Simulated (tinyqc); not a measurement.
# Lossy package transmission line with skin effect, step by step

tinyqc, about 0.01 s, one thread, Intel Xeon 2.30GHz (shared host): `OMP_NUM_THREADS=1 python tinyqc.py 2810103 2810104 out.jsonl` Printed values are rounded.

A uniform line in a homogeneous dielectric: c = sqrt(er)/(c0 Z0), l = Z0 sqrt(er)/c0 (c0 = 299792458 m/s), g = w c td, w = 2 pi f. The resistance joins its limits as r = sqrt(r_dc^2 + r_hf^2), with r_dc = rho/(wd th), r_hf = kr rho/(2 delta (wd + th)), delta = sqrt(rho/(pi f mu0)), mu0 = 4 pi 1e-7 H/m; this is an interpolation, and internal inductance, up to 0.05 nH/mm at low frequency, is neglected.

Inputs (values chosen for the exercise): width of the strip wd = 27 um; thickness of the strip th = 16 um; resistivity rho = 2 uohm cm; relative permittivity er = 4.2; loss tangent td = 0; lossless impedance sqrt(l/c) Z0 = 60 ohm; factor for crowding and the return path kr = 2; length len = 9.3 mm; source resistance Rg = 25 ohm; load resistance RL = 1e5 ohm; load capacitance CL = 300 fF; frequency f = 0.22 GHz.

## Line constants

delta, r_dc, r_hf, r, l, c and g as defined.

delta = 4.79870 um
r_dc = 0.0462963 ohm/mm
r_hf = 0.0969254 ohm/mm
r = 0.107415 ohm/mm
l = 0.410162 nH/mm
c = 113.934 pF/m
g = 0 S/m

r is 2.32 times r_dc; the skin depth is 0.300 of the thickness.

## Propagation constant and impedance

gamma = sqrt((r + i w l)(g + i w c)) = alpha + i beta, Zc = sqrt((r + i w l)/(g + i w c)), roots with positive real part; loss 8.685889638 alpha in dB; phase velocity w/beta.

gamma len = 0.0082879+0.0882698i
Zc = 60.2662-5.6585i ohm
loss = 0.00774058 dB/mm
phase velocity over c0 = 0.485794
r/(w l) = 0.189455

r is below w l; the low-loss estimate 8.686 (r/(2 Z0) + g Z0/2) gives 0.00777 dB/mm.

## Reflection, input impedance and transfer

ZL = 1/(1/RL + i w CL); reflection (ZL - Zc)/(ZL + Zc); Zin = Zc (ZL + Zc tanh(gamma len))/(Zc + ZL tanh(gamma len)); H = V_load/V_source = [Zin/(Zin + Rg)]/[cosh(gamma len) + (Zc/ZL) sinh(gamma len)].

ZL = 58.12-2410.04i ohm
reflection at the load = 0.992887-0.049547i
Zin = 3.265-529.852i ohm
H = 1.00349-0.04854i
|H| = 0.0403775 dB
